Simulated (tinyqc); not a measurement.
Inside a calculation. Method: Hubbard chain of 2 sites. One step of it, computed by the program tinyqc.

Problem. Mean-field iteration 1. H(up) = T + U n(down), H(down) = T + U n(up); fill the lowest levels; n(new) = n + mixing (n(out) - n); E = tr T (rho up + rho down) + U sum n_up n_down of the output.

one-body matrix (hopping and site energies) (eV), order 1, 2:
```
[[0.000000, -1.370000],
 [-1.370000, 0.000000]]
```

U = 7.100000 eV

electrons, up and down: [1, 1]

mixing = 1

n(up) at the start (a guess, not normalised): [0.500000, 0.500000]

n(down) at the start (a guess): [0.500000, 0.500000]

Give: levels, up; levels, down; energy; n(up) after iteration 1; n(down) after iteration 1.

Solution.

levels, up (eV): [2.1800, 4.9200]

levels, down (eV): [2.1800, 4.9200]

energy = 0.8100 eV

n(up) after iteration 1: [0.5000, 0.5000]

n(down) after iteration 1: [0.5000, 0.5000]
